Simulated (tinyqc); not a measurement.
Schottky barrier on an n-type semiconductor with a doping step, non-linear Poisson equation by Newton steps: one step of the calculation.

One dimension, metal at x = 0, donor density C(x) = N1 for x < x1 and Nd beyond. Energies are counted from the electron Fermi level of the semiconductor and the conduction-band edge is Ec = -psi, so n = Nc exp(psi/Vt); holes follow the Fermi level of the metal, at -V, so p = Nv exp((V - psi - Eg)/Vt). Ends: psi(0) = V - phiB and psi = Vt ln(Nd/Nc) deep inside. Boltzmann statistics, full ionisation, no current, no image force in the Poisson equation.

Problem. Newton step. Solve the tridiagonal system a_(i-1) d_(i-1) + b_i d_i + a_i d_(i+1) = -F_i for nodes 1 to 9, with d = 0 on fixed nodes. The full step is added.

Parameters, values chosen for the exercise: temperature T = 300 K.

Constants: q = 1.602176634e-19 C, kB = 1.380649e-23 J/K, Vt = kB T/q. Results are converted to the units shown.

coupling a_i, interval 0 to 9 (F/cm^2): [3.8766984e-6, 3.0453894e-6, 2.3946217e-6, 1.8873400e-6, 1.4787406e-6, 1.1567568e-6, 9.1361683e-7, 7.1718921e-7, 5.6919779e-7, 4.3466013e-7]
diagonal b, node 1 to 9 (F/cm^2): [-6.9228955e-6, -5.4422994e-6, -4.2974569e-6, -3.5006868e-6, -3.7085787e-6, -4.6616609e-6, -5.4900409e-6, -6.3106130e-6, -7.4945885e-6]
residual F, node 1 to 9 (C/cm^2): [-1.5485299e-12, -9.0643816e-11, -1.5189592e-9, -1.2021533e-8, -1.4825157e-8, -1.3796252e-9, -5.0367446e-11, -8.3790750e-13, -6.2197858e-15]
psi after iteration 1, node 0 to 10 (V): [-0.32000000, -0.28807545, -0.24987060, -0.20523639, -0.15554382, -0.10820617, -0.09162393, -0.08751520, -0.08679506, -0.08670935, -0.08670231]

Find: Newton step d; psi after iteration 2.

Solution.

Newton step d, node 1 to 9 (V): [-0.002160, -0.004909, -0.008372, -0.012030, -0.009664, -0.002788, -0.000480, -0.000055, -0.000004]
psi after iteration 2, node 0 to 10 (V): [-0.32000, -0.29024, -0.25478, -0.21361, -0.16757, -0.11787, -0.09441, -0.08800, -0.08685, -0.08671, -0.08670]

Program tinyqc, `OMP_NUM_THREADS=1 python tinyqc.py 2020033 2020034 out.jsonl`; Intel Xeon 2.30GHz, shared host, one thread, about 0.05 s.
